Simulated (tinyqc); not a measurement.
An infinitely deep well in a field (quantum-confined Stark shift), Airy functions: two steps of the calculation.

Hard walls at x = -L/2 and +L/2; between them U(x) = -F x (eV, zero at the centre). C = hbar^2/(2 m0), e = (C F^2/m1)^(1/3), z1 = (F L/2 - E)/e at the left wall and z2 = (-F L/2 - E)/e at the right wall. Levels are the roots of D(E) = Ai(z1) Bi(z2) - Ai(z2) Bi(z1).

Values chosen for this exercise: mass m1 = 0.48 m0; well width L = 7.3 nm; field F = 0.0037 V/nm; level sought n = 1.

Constants: q = 1.602176634e-19 C, hbar = 1.054571817e-34 J s, m0 = 9.1093837015e-31 kg, hbar^2/(2 m0) = 0.0380998212 eV nm^2. Results are converted to the units shown.

Problem 1. Secant step for the level. Secant step from the last two trial energies, E_a the older and E_b the newer: next = E_b - D(E_b) (E_b - E_a)/(D(E_b) - D(E_a)).

first trial energy = 0.0147 eV
second trial energy = 0.014 eV

Wanted: D(E_a); D(E_b); third trial energy.

Solution 1.

D(E_a) = 0.01524
D(E_b) = -0.004937
third trial energy = 0.01417 eV

Problem 2. Stark shift. Exact shift E_n(F) - E_n(0), and the mean position <x> = -dE_n/dF. E_n(0) = C (n pi/L)^2/m1; second-order shift m1 F^2 L^4 (1 - 15/(pi n)^2)/(48 C pi^2 n^2).

Give: E_n; shift; <x>.

Solution 2.

E_n = 0.014167 eV
shift = -0.53391 meV
<x> = 0.28673 nm

tinyqc, about 0.02 s, one thread, Intel Xeon 2.30GHz (shared host): `OMP_NUM_THREADS=1 python tinyqc.py 2580037 2580038 out.jsonl`
